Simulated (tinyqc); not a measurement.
Worked calculation: kinetics of strain relaxation and threading dislocations in mismatched semiconductor layers. Computed by tinyqc, a small Python program that keeps every step. Command: `OMP_NUM_THREADS=1 python tinyqc.py 3005275 3005276 out.jsonl threading walk`. One thread of a shared host (Intel(R) Xeon(R) Processor @ 2.30GHz), about 0.01 s of CPU time with the checks. Intermediate numbers are printed to about 7 digits and carried at full precision; extremes and crossings named in words are read from the listed rows.

60-degree dislocations on {111} planes of a (001) layer, isotropic elasticity. The Schmid factor is 1/sqrt(6), and a misfit segment relieves strain with b/2.

Inputs (values chosen for the exercise, modelled on Si(0.7)Ge(0.3) on Si):
```
quantity,value,unit
misfit f,0.0135,-
shear modulus G,62.8,GPa
Poisson ratio nu,0.27,-
Burgers vector b,3.89,angstrom
glide activation energy Q,1.94,eV
velocity prefactor v0,25000,m/s per MPa
layer thickness h,38,nm
anneal temperature T,920,K
anneal time t,180,s
initial thread density rho_0,14000,1/cm^2
multiplication constant delta,68000,1/m
grading rate (misfit per thickness) R_f,0.0015,1/micrometre
growth temperature of the buffer T_g,957,K
growth rate R_g,0.78,nm/s
reaction radius r_A,16,nm
final thickness of a thick uniform layer H,1.2,micrometre
aspect ratio of a trench,1.5,-
```

Sources: fixed density of threads.

Constants: k_B = 8.617333262e-05 eV/K.

## Excess stress and glide velocity at the start

Excess resolved stress tau = (1/sqrt 6) [2 G (1 + nu)/(1 - nu)] (e - e_eq), e_eq = b (1 - nu/4) [ln(h/b) + 1]/(4 pi (1 + nu) h), the Matthews-Blakeslee strain of an uncapped layer; glide velocity v = v0 tau exp(-Q/(k_B T)), tau in MPa.

equilibrium strain e_eq = 0.003338663

excess stress tau = 906.4539 MPa

mobility v/tau = 5.896328e-07 m/s per MPa

initial velocity = 534.4750 micrometre/s

The layer carries 4.0 times its equilibrium strain. In the anneal time a thread would run 96000 micrometre at this speed.

## Relaxation in the anneal

Threads run in two directions, so de/dt = -(b/4) rho v, with rho fixed. With x = e - e_eq, x0 = f - e_eq (fully strained at t = 0) and v = m S x (m the mobility, S x = tau): x = x0 exp(-t/t_r), t_r = 4/(b rho_0 m S). The half time is that at which x = x0/2.

strain left e = 0.01227107

share of the excess strain relieved = 12.09417 %

thread density = 14000 1/cm^2

half time = 967.9018 s

Relaxation is under way. The misfit lines laid down are 0.16 micrometre apart. Caution: blocking of threads by crossing misfit lines, left out here, leaves real layers with more strain.

## Anneal temperature

The formulas are those given above.

After the time t:
```
T (K),first velocity (micrometre/s),relieved (%),threads (1/cm^2),half time (s)
822,2.890139e+01,0.69462,14000,1.789946e+04
860,9.693571e+01,2.31077,14000,5.336726e+03
905,3.562733e+02,8.23375,14000,1.452029e+03
942,9.465089e+02,20.40970,14000,5.465551e+02
988,2.879818e+03,50.07015,14000,1.796361e+02
1019,5.759948e+03,75.07198,14000,8.981319e+01
1063,1.437381e+04,96.87789,14000,3.599040e+01
1137,5.704163e+04,99.99989,14000,9.069154e+00
```

The half time follows exp(Q/(k_B T)), a decade for each 100 K near 988 K. Relief goes from 20 % at 942 K to 75.1 % at 1019 K: with a fixed density the onset is gradual, and more threads relax the layer sooner. Caution: rows with more than 50 % relieved leave out blocking by crossing misfit lines, which slows real layers.

## Graded buffer

In steady grading, strain is fed at R_f R_g and relieved at (b/4) rho v. As a glide-limited estimate, the driving stress is taken as the mean stress of the strained top zone, whose depth z solves R_f z/2 = e_eq(z), with strain R_f z at the surface; tau_g = S R_f z/2 is its mean; then rho = 4 R_f R_g/(b m tau_g), m = v0 exp(-Q/(k_B T_g)), S = (1/sqrt 6) 2 G (1 + nu)/(1 - nu), e_eq(z) = b (1 - nu/4) [ln(z/b) + 1]/(4 pi (1 + nu) z).

depth z of the strained zone = 497.0706 nm

stress tau_g = 33.25632 MPa

thread density of the buffer = 23821.02 1/cm^2

buffer thickness f/R_f = 9 micrometre

Raising T_g by 50 K would lower this density by a factor 3.2: fast glide lets few threads do the work. Caution: real buffers seldom go below 1e5 /cm^2, as pile-ups and nucleation take over; this value is a lower bound.

## Thick uniform layer and trapping in a trench

A separate case, a thick relaxed layer. Pair reactions during growth: d rho/dh = -K rho^2 with K = 2 r_A tan(psi) and threads inclined by psi = 45 degrees (the <110> lines of {111} planes), so rho = 1/(K H) for a layer that starts with far more threads than that, as highly mismatched layers do. In a trench along [110] a thread on {111} rises at 54.74 degrees across the width, and leaves through the wall below the height w tan(54.74 degrees) = sqrt(2) w; the share of threads, evenly spread over the floor, that reach the top is max(0, 1 - a/sqrt 2) for the aspect ratio a.

thread density at H = 2.604167e+09 1/cm^2

share that reaches the top = 0

The trench traps all threads that cross it; those that run along it are not trapped. Thickness alone needs 3100 micrometre for 1e6 /cm^2. Caution: at this small misfit a layer may start with fewer threads than 1/(K H), which is then only an upper bound.

Checks made by the program: strain against numerical integration (relative difference below 1e-10).
